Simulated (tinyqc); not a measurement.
Electron-beam lithography: double-Gaussian proximity function, edge placement and dose correction for parallel lines: one step, computed by the program tinyqc.

Lines are infinitely long. Absorbed energy is counted so that the middle of a very large area written at dose 1 receives 1; the resist develops where it exceeds 1/2.

Question. Shot noise and writing time. With dose = d_s D0: electrons per pixel N = dose x pixel area/e; relative noise 1/sqrt(N); time per cm^2 of pattern area = dose x density/current; pixel rate = current/(dose x pixel area).

Inputs (values chosen for the exercise, of the order of those for 20 keV electrons in resist on silicon): beam current = 23 nA; pixel size = 2 nm; pattern density around the test line = 0.72.

dose = 48.97885 microcoulomb/cm^2

Constants: e = 1.602176634e-19 C.

Give: electrons per pixel; shot noise; writing time per cm^2; pixel rate.

Answer.

electrons per pixel = 12.228

shot noise = 28.597 %

writing time per cm^2 = 0.42590 h

pixel rate = 11740 MHz
